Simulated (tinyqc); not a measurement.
Brouwer diagram: defect equilibria of an oxide against oxygen pressure (mass action). Computed by tinyqc, a small Python program. Command: `OMP_NUM_THREADS=1 python tinyqc.py 3020985 3020986 out.jsonl brouwer walk`. One thread of a shared host (Intel(R) Xeon(R) Processor @ 2.30GHz), about 0.01 s of CPU time with the checks.

Defects: oxygen vacancies V (charge +2), electrons n, holes p, the ionic partner X = O_i'' (charge -2), and the dopant. Activities are taken equal to concentrations.

Inputs (values chosen for the exercise, for a model oxide):
```
quantity,value,unit
reduction enthalpy H_r,4.42,eV
prefactor K_r0,9e+68,cm^-9 atm^(1/2)
gap E_g,2.71,eV
prefactor N_c N_v,2.6e+41,cm^-6
disorder enthalpy H_s,4.15,eV
prefactor K_s0,1.4e+45,cm^-6
dopant density N_d,1.7e+20,cm^-3
temperature T,1100,K
```

Ionic disorder: anion Frenkel. Dopant (singly charged, fully ionised): acceptor.

Constants: k_B = 8.617333262e-05 eV/K.

Method:
- K_r = K_r0 exp(-H_r/k_B T) = [V] n^2 P^(1/2); K_i = N_c N_v exp(-E_g/k_B T) = n p; K_s = K_s0 exp(-H_s/k_B T) = [X] [V].
- Neutrality: 2 [V] + p = n + 2 [X] + N_d. With n as the unknown, [V] = K_r/(n^2 P^(1/2)), p = K_i/n, [X] = K_s/[V]; the log ratio is ln(positive/negative).
- The root is found by 60 bisections in ln n between n = 1e-10 and 1e25 cm^-3.
- The slope is d log n / d log P from this row and the one above; the last column names the largest term on each side. Pressures that give more than 3e21 cm^-3 are left out.

K_r = 5.05240e+48 cm^-9 atm^(1/2)

K_i = 9.97224e+28 cm^-6

K_s = 1.35650e+26 cm^-6

Log10 of the densities in cm^-3:
```
log10 P (atm),n,[V],p,[X],slope of n,balance
-28,20.978,20.748,8.021,5.3843,-,2 [V] = n
-24,20.235,20.233,8.763,5.8995,-0.18559,2 [V] = n
-20,19.360,19.984,9.639,6.1481,-0.21892,2 [V] = N_d
-16,18.384,19.936,10.615,6.1969,-0.24391,2 [V] = N_d
-12,17.387,19.930,11.612,6.2024,-0.24931,2 [V] = N_d
-8,16.387,19.929,12.612,6.2029,-0.24993,2 [V] = N_d
-4,15.387,19.929,13.612,6.2030,-0.24999,2 [V] = N_d
0,14.387,19.929,14.612,6.2030,-0.25000,2 [V] = N_d
```

Regimes: 2 [V] = n from log P = -28 to -24, where that balance predicts a slope of -1/6 and the table comes as close as -0.186; 2 [V] = N_d from log P = -20 to 0, where that balance predicts a slope of -1/4 and the table comes as close as -0.250. Rows with n or p near or above sqrt(N_c N_v) are degenerate, and n p = K_i is then only nominal.

Extremes, crossings and ranges named in words are read from the listed rows.
